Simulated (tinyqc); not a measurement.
Scattering rates of a carrier in a spherical band by Fermi's golden rule. From momentum relaxation time tau_m back to optical or intervalley deformation potential D_o. Computed by tinyqc, a small Python program. Command: `OMP_NUM_THREADS=1 python tinyqc.py 3012797 3012798 out.jsonl scatter inv`. One thread of a shared host (Intel(R) Xeon(R) Processor @ 2.30GHz), about 0.02 s of CPU time with the checks.

All processes here are isotropic or elastic, and the rate listed is the momentum relaxation rate.

Inputs (values chosen for the exercise, modelled on holes in germanium):
```
quantity                                  value    unit
density-of-states mass of one valley m    0.304     m_0
non-parabolicity alpha                     0.31    1/eV
static permittivity eps_s                    16       -
density rho                                5323  kg/m^3
sound velocity v_l                         5170     m/s
acoustic deformation potential D_A          5.2      eV
phonon energy hbar w                       35.9     meV
final valleys Z_f                             1       -
ionised impurity density N_I            1.1e+16  1/cm^3
temperature T                               150       K
carrier energy E                             62     meV
neutral impurity density N_n            4.8e+16  1/cm^3
```

Crystal: non-polar. Band: Kane. Impurity formula: Brooks-Herring. Further scattering: neutral impurities.

Constants: k_B = 1.380649e-23 J/K; e = 1.602176634e-19 C; hbar = 1.054571817e-34 J s; m_0 = 9.1093837015e-31 kg; hbar = 6.582119569e-16 eV s; k_B = 8.617333262e-05 eV/K; eps_0 = 8.8541878128e-12 F/m.

Method:
- Kane band: hbar^2 k^2/(2 m) = E (1 + alpha E), speed v = hbar k/(m (1 + 2 alpha E)), states per spin, volume and energy g(E) = m k (1 + 2 alpha E)/(2 pi^2 hbar^2); overlap factors are set to 1. Masses are multiplied by m_0 and all formulas are in SI units.
- Phonon occupation N_q = 1/(exp(hbar w/(k_B T)) - 1).
- Acoustic deformation potential (elastic, equipartition, absorption and emission together): 1/tau = 2 pi k_B T D_A^2 g(E)/(hbar rho v_l^2).
- Optical or intervalley deformation potential: 1/tau = (pi Z_f D_o^2/(rho w)) [N_q g(E + hbar w) + (N_q + 1) g(E - hbar w)], with g = 0 below the band edge.
- Singly charged impurities, momentum relaxation: 1/tau = N_I e^4 m (1 + 2 alpha E) Phi/(8 pi (eps_s eps_0)^2 hbar^3 k^3), with alpha = 0 for a parabolic band.
- Brooks-Herring: Phi = ln(1 + b) - b/(1 + b), b = 4 k^2 L_s^2.
- Debye screening by free carriers of density N_I: L_s = sqrt(eps_s eps_0 k_B T/(e^2 N_I)).
- Neutral impurities (Erginsoy): 1/tau = 20 N_n a_B hbar/m, a_B = 4 pi eps_s eps_0 hbar^2/(m e^2).
- Rates add: 1/tau_m is the sum, and the mean free path is v tau_m.

Task: A run gave the result below. Find the optical or intervalley deformation potential D_o, known to lie between 5 and 14 1e8 eV/cm.

momentum relaxation time tau_m = 386.4416 fs

Result:

Each step takes the trial c = (a f_b - b f_a)/(f_b - f_a), f being the result less the target and a, b, c the logarithms of the listed values; c replaces end b, the old b replaces a if the sign of f changed, and otherwise f_a is halved.

Scan of the range:
```
optical or intervalley deformation potential D_o (1e8 eV/cm)  momentum relaxation time tau_m (fs)
5.00                                                                                      468.652
5.94                                                                                      428.188
7.05                                                                                      381.947
8.37                                                                                      331.424
9.93                                                                                      279.558
11.80                                                                                     228.630
14.00                                                                                     182.254
```

False position (Illinois rule, in the logarithm of the input) inside the bracket:
```
step    end a    end b    trial  momentum relaxation time tau_m (fs)
1     5.94000  7.05000  6.93359                              386.662
2     7.05000  6.93359  6.93898                              386.443
3     7.05000  6.93898  6.93902                              386.441
4     6.93898  6.93902  6.93900                              386.442
```

Momentum relaxation time tau_m falls at every point of a 13-point scan of the range (every second point is shown), so one value fits; it is bracketed by 5.94 and 7.05. Answer: optical or intervalley deformation potential D_o = 6.939 1e8 eV/cm.

Caution: Erginsoy's formula holds for k a_B below about 0.5 and for dopants that stay neutral, which means low temperature; elsewhere it is only a rough constant rate.
